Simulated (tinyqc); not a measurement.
Frenkel-Kontorova chain: a misfit dislocation (kink) in a monolayer on a periodic substrate: one step, computed by the program tinyqc. Command: `OMP_NUM_THREADS=1 python tinyqc.py 3003558 3003559 out.jsonl fkchain walk`. One thread of a shared host (Intel(R) Xeon(R) Processor @ 2.30GHz), about 0.02 s of CPU time with the checks.

E = sum_j [(k/2)(x_(j+1) - x_j - b)^2 + (W/2)(1 - cos(2 pi x_j/a))], x_j = a (j + u_j). A kink takes u from 0 to 1: the chain is stretched by one period and has one atom fewer than wells.

Question. Continuum limit. l0 = sqrt(k a^2/(2 W)); kink u(j) = (2/pi) arctan exp(pi j/l0); kink energy at f = 0: E0 = (4/pi) W l0; with misfit E0 - k a^2 f; kinks become favourable at f_c = 2/(pi l0), and a coherent chain with free ends loses stability at f_m = 1/l0. Lowest vibration of the flat chain: nu0 = 15.6333042 THz x sqrt(2 pi^2 W/(a^2 M)).

Inputs (values chosen for the exercise, for a model overlayer):
```
quantity,value,unit
spring constant k,6.18,eV/angstrom^2
substrate period a,3.29,angstrom
corrugation W,4.34,eV
misfit f = (b - a)/a,0.29,-
atomic mass M,107,u
```

Constants: nu for 1 eV/(angstrom^2 u) = 15.6333042 THz.

Give: kink width l0; kink energy E0; kink energy with misfit; critical misfit f_c; limit f_m; gap frequency nu0.

Answer.

kink width l0 = 2.7761

kink energy E0 = 15.340 eV

kink energy with misfit = -4.0588 eV

critical misfit f_c = 0.22932

limit f_m = 0.36022

gap frequency nu0 = 4.2518 THz

f_c < f < f_m: kinks lower the energy, but must enter over a barrier at the ends. Caution: a corrugation above 1 eV is larger than real overlayers usually show; it is chosen to keep the kink narrow. Caution: for l0 below about 3 the kink spans few atoms, and the continuum kink energy is off by about 2 per cent or more.
